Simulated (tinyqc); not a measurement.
# Donor in an ellipsoidal valley (Kohn-Luttinger variational method), step by step

A worked calculation. Computed by tinyqc, a small Python program that keeps every step. Command: `OMP_NUM_THREADS=1 python tinyqc.py 3018744 3018745 out.jsonl kohnlutt walk`. One thread of a shared host (Intel(R) Xeon(R) Processor @ 2.30GHz), about 0.04 s of CPU time with the checks. Intermediate numbers are printed to about 7 digits and carried at full precision; extremes and crossings named in words are read from the listed rows.

H = -(d^2/dx^2 + d^2/dy^2) - gamma d^2/dz^2 - 2/r in units built on m_t, with gamma = m_t/m_l and z along the valley axis. One valley; no valley-orbit or central-cell term.

Inputs (values chosen for the exercise, modelled on germanium):
```
quantity                       value  unit
transverse mass m_t           0.0822   m_0
longitudinal mass m_l           1.59   m_0
dielectric constant eps         15.7     -
trial ratio b/a                 0.87     -
observed depth chosen for 1s    11.3   meV
```

Constants: Ry = 13.605693123 eV; a_0 = 0.529177210903 angstrom; h x 1 THz = 4.135667696 meV.

## Effective units

Ry* = Ry m_t/eps^2, a* = a_0 eps/m_t, gamma = m_t/m_l.

Ry* = 4.537255 meV

a* = 101.0716 angstrom

gamma = 0.05169811

## Energy at a trial ratio

Trial function exp(-sqrt((x^2 + y^2)/a^2 + z^2/b^2)) with beta = b/a < 1: E = t/a^2 - u/a, t = (2 + gamma/beta^2)/3, u = 2 arcsin(sqrt(1 - beta^2))/sqrt(1 - beta^2); the best a is 2 t/u and E(beta) = -u^2/(4 t).

t = 0.6894341

u = 2.091440

best a = 0.6592914 a*

E(beta) = -1.586127 Ry*

## Minimum over the ratio

Golden-section search on beta from 0.05 to 0.999, 60 steps.

Search, first ten steps; c and d are the inner points:
```
step        low       high          c  E(c) (Ry*)          d  E(d) (Ry*)
1     0.0500000  0.9990000  0.4124857   -2.059408  0.6365143   -1.839094
2     0.0500000  0.6365143  0.2740285   -2.017719  0.4124857   -2.059408
3     0.2740285  0.6365143  0.4124857   -2.059408  0.4980570   -1.989637
4     0.2740285  0.4980570  0.3595998   -2.077712  0.4124857   -2.059408
5     0.2740285  0.4124857  0.3269145   -2.071932  0.3595998   -2.077712
6     0.3269145  0.4124857  0.3595998   -2.077712  0.3798004   -2.074031
7     0.3269145  0.3798004  0.3471151   -2.077417  0.3595998   -2.077712
8     0.3471151  0.3798004  0.3595998   -2.077712  0.3673157   -2.076870
9     0.3471151  0.3673157  0.3548311   -2.077852  0.3595998   -2.077712
10    0.3471151  0.3595998  0.3518838   -2.077785  0.3548311   -2.077852
```

best beta = 0.3550160

radius a of the 1s trial function = 62.84723 angstrom

radius b of the 1s trial function = 22.31178 angstrom

1s binding energy, trial function = 9.427743 meV

The envelope is flattened along the heavy axis; beta is close to gamma^(1/3) = 0.373.

## Levels from a Gaussian basis

Gaussian basis: g = P exp(-al (x^2 + y^2) - be z^2) with P = 1 (s-like), z (2p0) or x (2p+-); al = 0.004 x 2.6^k, k = 0..11, and be/al = 1, gamma^(-1/2) or 1/gamma (36 functions); 1/r = (2/sqrt(pi)) int exp(-t^2 r^2) dt by 48 Gauss-Legendre points after t = sqrt(al_i + al_j) tan(theta); overlap eigenvalues below 1e-10 are dropped.

1s binding energy, Gaussian basis = 9.479070 meV

2p0 binding energy = 4.592959 meV

2p+- binding energy = 1.667391 meV

The two-parameter trial function recovers 99.46 % of the 1s binding of the larger basis. 2p0, with its lobes along the heavy axis, is bound 2.75 times as strongly as 2p+-.

## Optical lines and the chemical shift

With an observed depth of 1s, the lines are 1s -> 2p0 = depth - E(2p0) and 1s -> 2p+- = depth - E(2p+-); the chemical shift is depth - E(1s, Gaussian basis); 1 meV = 1 THz/4.135667696.

line 1s -> 2p0 = 6.707041 meV

line 1s -> 2p+- = 9.632609 meV

chemical shift = 1.820930 meV

frequency of the line 1s -> 2p+- = 2.329155 THz

The spacing of the two lines, 2.926 meV, does not depend on the depth, so it is the same for every donor in this host.

## Which single mass stands for the valley

A hydrogenic level is Ry m/eps^2 for one mass m; errors are against the Gaussian basis.

1s binding energy:
```
rule                                      mass (m_0)  binding (meV)  error (%)
transverse mass                             0.082200        4.53725   -52.1340
conductivity mass 3/(2/m_t + 1/m_l)         0.120193        6.63439   -30.0101
density-of-states mass (m_t^2 m_l)^(1/3)    0.220655       12.17965    28.4900
longitudinal mass                           1.590000       87.76442   825.8758
trial function with a and b                        -        9.42774    -0.5415
mass that fits 1s                           0.171729        9.47907     0.0000
```

The conductivity mass, which is what a spherical trial function (a = b) gives, falls short by 30.0 %, as a restricted variational bound must; the density-of-states mass is off by +28.5 %. The mass that fits lies between the two.

## Levels against anisotropy

The trial energy is minimised over beta by golden section from 0.05 to 0.999, 60 steps.

Binding energies (Ry*):
```
gamma  1s, trial  1s, Gaussians       2p0       2p+-
0.013   2.528880       2.557060  1.524689  0.3980778
0.026   2.312479       2.331640  1.263254  0.3845039
0.052   2.075792       2.087047  1.010223  0.3673285
0.078   1.929974       1.937586  0.871230  0.3554646
0.140   1.713475       1.717270  0.687379  0.3358822
0.380   1.340990       1.341605  0.428935  0.2957805
0.740   1.102418       1.102438  0.298327  0.2648323
```

As gamma falls from 0.74 to 0.013, 1s deepens from 1.102 to 2.557 Ry*, on the way from the hydrogen value 1 to the two-dimensional limit 4; 2p+- moves from 0.265 to 0.398 (limits 1/4 and 4/9), while 2p0 climbs from 0.298 to 1.525 and joins 1s as gamma tends to 0.

Checks made by the program: the Gaussian basis at gamma = 1 against 1, 1/4 and 1/4 Ry* (relative difference 3e-05); trial function against Gaussian basis (relative difference 5e-03).
